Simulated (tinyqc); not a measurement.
p-n diode with diffusion and depletion-layer recombination: currents and ideality against junction voltage.

Abrupt junction in the depletion approximation, low injection, full ionisation, neutral widths fixed, ohmic contact on the p side. Vj is the junction voltage; where a series resistance Rs is given, V = Vj + J Rs is the terminal voltage.

ni = sqrt(Nc Nv) exp(-Eg/(2 Vt)), Eg in volts; D = mu Vt; Ln = sqrt(Dn tn), Lp = sqrt(Dp tp); J0n = q ni^2 Dn coth(wp/Ln)/(Ln Na); J0p = (q ni^2 Dp/(Lp Nd)) (s + tanh(wn/Lp))/(1 + s tanh(wn/Lp)), s = Sp Lp/Dp. J_diff = (J0n + J0p)(exp(Vj/Vt) - 1). Vbi = Vt ln(Na Nd/ni^2), W = sqrt(2 eps0 eps_r (Vbi - Vj)(1/Na + 1/Nd)/q), xp = W Nd/(Na + Nd), xn = W Na/(Na + Nd); u(x) = q Na (x + xp)^2/(2 eps0 eps_r) for x < 0 and Vbi - Vj - q Nd (xn - x)^2/(2 eps0 eps_r) for x > 0; p = Na exp(-u/Vt), n = Nd exp((u - Vbi + Vj)/Vt); U = ni^2 (exp(Vj/Vt) - 1)/(tp (n + ni exp(Et/Vt)) + tn (p + ni exp(-Et/Vt))); J_scr = q times the integral of U from -xp to xn. J = J_diff + J_scr. Ideality = (1/Vt) dVj/d ln J or (1/Vt) dV/d ln J; last column ni^2 exp(Vj/Vt)/N^2.

Inputs (values chosen for the exercise); band and dielectric values close to those of silicon:
- T = 300 K (temperature)
- Eg = 1.14 eV (band gap)
- eps_r = 11.5 (relative permittivity)
- Nc = 2.77e19 cm^-3 (conduction-band density of states at T)
- Nv = 2.64e19 cm^-3 (valence-band density of states at T)
- Na = 1.7e17 cm^-3 (acceptor density)
- Nd = 3.7e15 cm^-3 (donor density)
- mun = 510 cm^2/(V s) (electron mobility in the p side)
- mup = 480 cm^2/(V s) (hole mobility in the n side)
- tn = 2e-7 s (electron lifetime)
- tp = 1e-7 s (hole lifetime)
- wp = 6.1 um (neutral width of the p side)
- wn = 230 um (neutral width of the n side)
- Sp = 1e7 cm/s (recombination velocity at the n contact)
- Rs = 0.0072 ohm cm^2 (series resistance)
- Et = -0.04 eV (trap level above the intrinsic level)

Constants: q = 1.602176634e-19 C, kB = 1.380649e-23 J/K, Vt = kB T/q, eps0 = 8.8541878128e-14 F/cm where lengths are in cm. Results are converted to the units shown.

Currents and ideality against junction voltage:
```
Vj (V)	J_diff (A/cm^2)	J_scr (A/cm^2)	J (A/cm^2)	V (V)	ideality against Vj	ideality against V	minority/doping, lighter side
0.19	4.043e-8	7.555e-7	7.959e-7	0.1900	1.732	1.732	5.867e-9
0.25	4.120e-7	2.688e-6	3.100e-6	0.2500	1.658	1.658	5.975e-8
0.3	2.850e-6	7.668e-6	1.052e-5	0.3000	1.500	1.500	4.133e-7
0.36	2.903e-5	2.722e-5	5.625e-5	0.3600	1.278	1.278	4.210e-6
0.41	2.008e-4	7.960e-5	2.804e-4	0.4100	1.143	1.143	2.912e-5
0.46	0.001389	2.384e-4	0.001628	0.4600	1.066	1.067	2.015e-4
0.52	0.01415	9.230e-4	0.01507	0.5201	1.026	1.030	0.002052
0.57	0.09787	0.002904	0.1008	0.5707	1.012	1.040	0.01419
0.62	0.6771	0.008514	0.6856	0.6249	1.006	1.197	0.09819
```

Read the table: what changes, and by how much?

The ideality against Vj falls from 1.73 to 1.01. Diffusion overtakes recombination in the layer between Vj = 0.3 and 0.36 V. J_scr alone has an ideality of 1.83 between the first two rows and 1.80 between the last two. From Vj = 0.62 V the series resistance raises the terminal ideality by over a tenth; there J Rs = 0.19 Vt.

Program tinyqc, `OMP_NUM_THREADS=1 python tinyqc.py 2260036 2260037 out.jsonl`; Intel Xeon 2.30GHz, shared host, one thread, about 0.01 s.
